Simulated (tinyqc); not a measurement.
# Silicon n-p-n transistor, Gummel numbers and transit times: effects of single changes

One-dimensional n-p-n transistor in the forward active mode at low injection. In the base p(x) = NB exp(-eta x/wb) and ni(x)^2 = ni^2 exp((g0 + g1 x/wb)/Vt); electrons leave the base at vsat; band spikes at the emitter junction and recombination inside the emitter are ignored.

Parameters, values chosen for the exercise; band and dielectric values close to those of silicon: temperature T = 250 K; band gap Eg = 1.13 eV; relative permittivity eps_r = 11.7; conduction-band density of states at T Nc = 2.15e19 cm^-3; valence-band density of states at T Nv = 2e19 cm^-3; saturation velocity vsat = 9.81e6 cm/s; neutral base width wb = 61 nm; base doping at the emitter edge NB = 2.1e18 cm^-3; doping falls as exp(-eta x/wb) eta = 0; gap reduction at the emitter edge of the base g0 = 0 eV; further gap reduction across the base (linear) g1 = 0 eV; electron diffusion coefficient in the base Dn = 13 cm^2/s; emitter doping NE = 5.3e19 cm^-3; gap reduction in the emitter (negative: wider gap) gE = 0.109 eV; neutral emitter width we = 100 nm; hole diffusion coefficient in the emitter Dp = 0.95 cm^2/s; recombination velocity at the emitter contact Se = 7e6 cm/s; electron lifetime in the base tb = 3e-7 s; collector doping NC = 9.3e15 cm^-3; collector-base reverse bias VCB = 1.9 V; emitter junction capacitance Cj = 4.8 fF/um^2; emitter plus collector resistance Rc = 13 ohm um^2; hole mobility in the base mp = 150 cm^2/(V s).

Constants: q = 1.602176634e-19 C, kB = 1.380649e-23 J/K, Vt = kB T/q, eps0 = 8.8541878128e-14 F/cm where lengths are in cm. Results are converted to the units shown.

Each table varies one quantity; the others keep the values above.

## Cut-off frequency against collector current

f(x) = p(x) ni^2/ni(x)^2; I(x) = integral from x to wb of f/Dn, plus f(wb)/vsat; base Gummel number GB = I(0); electron density per unit flux n/(J/q) = I/f; base transit time tauB = integral of I/f over the base. ni = sqrt(Nc Nv) exp(-Eg/(2 Vt)), Eg in volts; JC = J0 exp(VBE/Vt), J0 = q ni^2/GB; collector layer one-sided, Wc = sqrt(2 eps0 eps_r (Vbc + VCB)/(q NC)), Vbc = Vt ln(NB exp(-eta) NC/ni^2), Cjc = eps0 eps_r/Wc, tauC = Wc/(2 vsat). Delay 1/(2 pi fT) = tauE + tauB + tauC + tauR with tauE = Vt (Cj + Cjc)/JC and tauR = Rc Cjc. Charge stored in the emitter is left out. The Kirk effect, also left out, sets in near JC = q NC vsat. n(0) = (JC/q) I(0)/f(0).

The same in every row: tauB (ps) = 2.053; tauC (ps) = 3.189; tauR (ps) = 0.002153.

Cut-off frequency against collector current:

| JC (mA/um^2) | VBE (V) | tauE (ps) | fT (GHz) | JC/(q NC vsat) | n(0)/NB |
|---|---|---|---|---|---|
| 0.00049 | 0.8289 | 218.3 | 0.7119 | 0.003352 | 8.318e-5 |
| 0.001 | 0.8443 | 107.0 | 1.418 | 0.006841 | 1.698e-4 |
| 0.0022 | 0.8613 | 48.63 | 2.954 | 0.01505 | 3.735e-4 |
| 0.0048 | 0.8781 | 22.29 | 5.781 | 0.03284 | 8.148e-4 |
| 0.01 | 0.8939 | 10.70 | 9.984 | 0.06841 | 0.001698 |
| 0.022 | 0.9109 | 4.863 | 15.75 | 0.1505 | 0.003735 |
| 0.048 | 0.9277 | 2.229 | 21.30 | 0.3284 | 0.008148 |
| 0.1 | 0.9435 | 1.070 | 25.21 | 0.6841 | 0.01698 |
| 0.22 | 0.9605 | 0.4863 | 27.78 | 1.505 | 0.03735 |

What does the table show?

fT rises from 0.712 to 27.8 GHz as the charging time falls as 1/JC; its limit for vanishing tauE is 30.4 GHz, of which the largest delay is tauC (60.8 %). tauE equals the other delays together at JC = 0.0204 mA/um^2. For JC = 0.1, 0.22 JC nears or passes q NC vsat, where base push-out would lower fT.

## Effect of the collector doping

ni = sqrt(Nc Nv) exp(-Eg/(2 Vt)), Eg in volts; GE = NE exp(-gE/Vt)(we/Dp + 1/Se); JC = J0 exp(VBE/Vt), J0 = q ni^2/GB; gain limited by back injection GE/GB, by base recombination tb/tauB, together 1/beta = the sum of the inverses; collector layer one-sided, Wc = sqrt(2 eps0 eps_r (Vbc + VCB)/(q NC)), Vbc = Vt ln(p(wb) NC/ni^2), Cjc = eps0 eps_r/Wc; Early voltage VA = GB q p(wb)/(f(wb) Cjc [1/Dn - (eta + g1/Vt)/(wb vsat)]), f(wb) = p(wb) exp(-(g0 + g1)/Vt), p(wb) = NB exp(-eta); tauC = Wc/(2 vsat). Peak fT here means 1/(2 pi (tauB + tauC + Rc Cjc)); base sheet resistance 1/(q mp times the integral of p).

The same in every row: GB (s/cm^4) = 1.199e12; GE/GB = 2.993; tb/tauB = 1.461e5; beta = 2.993; tauB (ps) = 2.053; base sheet resistance (kohm) = 3.248.

Effect of the collector doping:

| NC (cm^-3) | VA (V) | tauC (ps) | peak fT (GHz) |
|---|---|---|---|
| 2e15 | 323.4 | 6.835 | 17.90 |
| 4.7e15 | 211.7 | 4.474 | 24.38 |
| 1.1e16 | 138.8 | 2.934 | 31.90 |
| 2.7e16 | 88.90 | 1.879 | 40.44 |
| 6.3e16 | 58.39 | 1.234 | 48.34 |
| 1.5e17 | 37.96 | 0.8023 | 55.57 |
| 3.5e17 | 24.93 | 0.5269 | 61.38 |
| 8.4e17 | 16.15 | 0.3412 | 65.92 |

Read the table: what changes, and by how much?

As NC goes from 2e15 to 8.4e17, beta stays at 2.99, VA falls from 323 to 16.1 V, the peak fT rises from 17.9 to 65.9 GHz and the base sheet resistance stays at 3.25 kohm. The product beta VA changes by a factor of 0.0499. Back injection limits the gain in every row. In every row beta is under 5, where charge stored in the emitter, left out, would cut fT markedly. For NC = 3.5e17, 8.4e17 the collector doping exceeds a tenth of the base doping at that edge, so the one-sided formulas are rough.

Range of the model: Heavy doping makes emitter or base degenerate; gE and g0 are to be read as apparent gap changes that include this.

Computed by the program tinyqc: `OMP_NUM_THREADS=1 python tinyqc.py 2320156 2320157 out.jsonl`, one thread of a shared Intel Xeon 2.30GHz, about 0.01 s for the whole run.
